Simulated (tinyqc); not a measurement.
Slater-Koster d bands of an fcc metal, step by step. Values are carried at full precision from step to step, so a last printed digit may differ when a step is redone from the rounded ones.

Slater-Koster d bands. For a bond with direction cosines (l, m, n) the 5 x 5 block is dds Ps + ddp Pp + ddd (1 - Ps - Pp), the projectors on sigma, pi and delta states about the bond; for instance <xy|xy> = 3 l^2 m^2 dds + (l^2 + m^2 - 4 l^2 m^2) ddp + (n^2 + l^2 m^2) ddd, <xy|yz> = 3 l m^2 n dds + l n (1 - 4 m^2) ddp + l n (m^2 - 1) ddd and <3z2-r2|3z2-r2> = (n^2 - (l^2 + m^2)/2)^2 dds + 3 n^2 (l^2 + m^2) ddp + (3/4)(l^2 + m^2)^2 ddd. H(k) sums the blocks times cos(k.R) over the neighbours; the d level is the zero of energy; k in 2 pi/a.

Inputs chosen for the exercise (of the size met in Ir; shifted at random, so the results belong to these values and not to a real crystal): dds = -1.004 eV (dd sigma); ddp = 0.432 eV (dd pi); ddd = -0.06 eV (dd delta); Es = 5.7 eV (s level); sss = -1.18 eV (ss sigma); sds = -0.72 eV (sd sigma); k = (0.89, 0.11, 0) 2 pi/a (wave vector); Nd = 8 (d electrons per atom).

## The block of one bond

Direction (1,1,0)/sqrt2; its eigenvalues must be dds once, ddp twice and ddd twice.

block (eV):
```
,xy,yz,zx,x2-y2,3z2-r2
xy,-0.7680,0,0,0,0.4088
yz,0,0.1860,0.2460,0,0
zx,0,0.2460,0.1860,0,0
x2-y2,0,0,0,0.4320,0
3z2-r2,0.4088,0,0,0,-0.2960
```

## Levels at Gamma

Neighbours: twelve at (a/2)(1,1,0) and equivalents.

Summing the blocks at k = 0 gives E(t2g) = 3 dds + 4 ddp + 5 ddd, E(eg) = 1.5 dds + 6 ddp + 4.5 ddd.

levels (eV): t2g (threefold) -1.5840, eg (twofold) 0.8160

The t2g level lies lower, by 2.4000 eV.

## The Hamiltonian at one k

An s orbital at Es couples to nearest neighbours alone: <s|s> = sss, <s|xy> = sqrt3 l m sds (cyclic), <s|x2-y2> = (sqrt3/2)(l^2 - m^2) sds, <s|3z2-r2> = (n^2 - (l^2 + m^2)/2) sds.

Sum over the neighbours.

H(k) (eV):
```
,s,xy,yz,zx,x2-y2,3z2-r2
s,9.8784,0.2862,0,0,2.3467,-1.2748
xy,0.2862,2.7195,0,0,0,-0.1876
yz,0,0,-4.2490,-0.1129,0,0
zx,0,0,-0.1129,2.9318,0,0
x2-y2,2.3467,0,0,0,-1.5297,2.3728
3z2-r2,-1.2748,-0.1876,0,0,2.3728,1.0481
```

## Levels and character

Diagonalise H; t2g is xy, yz, zx and eg the other two.

levels (eV): -4.2508  -3.4747  2.3762  2.7903  2.9335  10.4245

weights:
```
,band 1,band 2,band 3,band 4,band 5,band 6
s,0.000,0.038,0.001,0.001,0.000,0.960
t2g,1.000,0.000,0.198,0.801,1.000,0.001
eg,0.000,0.962,0.801,0.198,0.000,0.039
```

## Levels at points of symmetry

Coordinates: G (0, 0, 0), X (1, 0, 0), W (1, 0.5, 0), L (0.5, 0.5, 0.5), K (0.75, 0.75, 0); the others lie half way.

Levels (eV):
```
k,band 1,band 2,band 3,band 4,band 5,band 6
G,-8.460,-1.584,-1.584,-1.584,0.816,0.816
G-X 0.5,-3.072,-1.903,0.744,0.744,1.699,1.728
X,-4.560,-3.769,2.640,3.072,3.072,11.005
W,-1.728,-0.744,-0.744,0.965,3.072,10.639
L,-3.910,-1.570,-1.570,2.554,2.554,7.642
L-G 0.5,-3.747,-1.008,-1.008,0.591,1.116,1.116
K,-3.473,-1.465,1.509,1.526,2.510,10.359
```

On these points the bands run from -8.460 (G) to 11.005 eV (X).

## Second moment and the rectangular band

mu2 = z (dds^2 + 2 ddp^2 + 2 ddd^2)/5 per orbital, with z = 12. A rectangular band with the same mu2 has width W = sqrt(12 mu2), Fermi level W (Nd/10 - 1/2) and bond energy -W Nd (10 - Nd)/20 (Friedel).

mu2 = 3.3323 eV^2
W = 6.3236 eV
Fermi level = 1.8971 eV
bond energy per atom = -5.0589 eV

The bond energy is the attractive part alone; the repulsion between atoms, left out, cancels a large share of it in the cohesive energy.

## Checks

- Levels at Gamma from the formulas against H(0): they agree to 1e-10 or better.
- Second moment from the formula against the mean square level on the mesh: both 3.33231.

tinyqc: `OMP_NUM_THREADS=1 python tinyqc.py 1481414 1481415 out.jsonl`; about 0.06 s, one thread, shared Intel(R) Xeon(R) Processor @ 2.30GHz.
